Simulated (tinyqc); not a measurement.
Carrier lifetime of an n-type layer with SRH, radiative, Auger and surface recombination: one step of the calculation.

Uniform excess density dn = dp (no trapping), n = n0 + dn, p = p0 + dn, Boltzmann statistics, full ionisation. Surfaces enter as a rate 2 S dn/d, which holds while diffusion to them is fast.

Task. New dn. With e = n p - ni^2 = dn (n0 + p0 + dn): U_SRH = e/(tp0 (n + n1) + tn0 (p + p1)), U_rad = B e, U_Aug = (Cn n + Cp p) e, U_s = 2 S dn/d. Substitution: tau = dn/U with U the sum, dn(new) = G tau.

Inputs (values chosen for the exercise); band and dielectric values close to those of 4H silicon carbide:
```
symbol,value,unit,meaning
B,1.52e-12,cm^3/s,radiative coefficient
Cn,2.9e-31,cm^6/s,Auger coefficient (two electrons)
Cp,1.7e-31,cm^6/s,Auger coefficient (two holes)
S,8,cm/s,surface recombination velocity (both faces)
d,100,um,sample thickness
G,7.9e18,cm^-3 s^-1,generation rate
```

dn at the start = 7e14 cm^-3
n0 = 1.5e15 cm^-3
p0 = 7.1248428e-32 cm^-3
n1 = 7.8074970e-4 cm^-3
p1 = 1.3688464e-13 cm^-3
tn0 = 1.0451505e-4 s
tp0 = 1.3935340e-5 s

Give: U_SRH; U_rad; U_Aug; U_s; tau; dn after iteration 1.

Result.

U_SRH = 1.4834e19 cm^-3 s^-1
U_rad = 2.3408e18 cm^-3 s^-1
U_Aug = 1.1658e15 cm^-3 s^-1
U_s = 1.1200e18 cm^-3 s^-1
tau = 3.8261e-5 s
dn after iteration 1 = 3.0226e14 cm^-3

Computed by the program tinyqc: `OMP_NUM_THREADS=1 python tinyqc.py 2300143 2300144 out.jsonl`, one thread of a shared Intel Xeon 2.30GHz, about 0.01 s for the whole run.
